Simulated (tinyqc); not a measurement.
Off-state leakage of single and stacked transistors: one step of the calculation.

n-channel devices of unit width. Subthreshold current I(Vg, Vs, Vd) = I0 (T/300 K)^0.5 exp[(Vg - Vs - VT(T) - gb (Vs - Vb) + dd (Vd - Vs))/(nf Vt)] (1 - exp(-(Vd - Vs)/Vt)), VT(T) = VT - cT (T - 300 K). Gate-edge tunnelling Ig (Vd/1 V) exp(ag (Vd - 1 V)), for a gate at 0 V, and band-to-band leakage Ab u exp(-Bb/u), u = Vd - Vb + 1 V, flow at a drain held at V; both are taken as independent of T. In a stack of off transistors (all gates at 0 V) the same subthreshold current passes through each.

Question. Leakage of one transistor. Vg = Vs = 0, Vd = V; effective threshold VT(T) - gb Vb - dd V.

Parameters, values chosen for the exercise; values of the order met in bulk silicon logic transistors: temperature T = 330 K; supply voltage V = 0.8 V; threshold at 300 K, zero drain and body bias VT = 0.3 V; fall of the threshold with temperature cT = 0.9 mV/K; current at threshold at 300 K I0 = 0.16 uA/um; slope factor nf = 1.23; drain-induced lowering per volt dd = 0.05; rise of the threshold per volt of source-body bias gb = 0.24; gate-edge tunnelling current at 1 V Ig = 6e-6 uA/um; exponential slope of the gate current ag = 3.1 1/V; prefactor of band-to-band leakage at the drain Ab = 3 uA/(um V); its exponential voltage Bb = 21 V; body voltage Vb = 0 V.

Constants: q = 1.602176634e-19 C, kB = 1.380649e-23 J/K, Vt = kB T/q. Results are converted to the units shown.

Wanted: effective threshold; parts; total; shares.

Answer.

effective threshold = 0.23300 V
parts (nA/um): subthreshold 0.21469, gate edge 0.0025821, band-to-band 0.046305
total = 0.26358 nA/um
shares (%): subthreshold 81.453, gate edge 0.97964, band-to-band 17.568

The subthreshold part is the largest.

Numbers from tinyqc (`OMP_NUM_THREADS=1 python tinyqc.py 2242180 2242181 out.jsonl`; about 0.03 s on one thread of a shared Intel Xeon 2.30GHz).
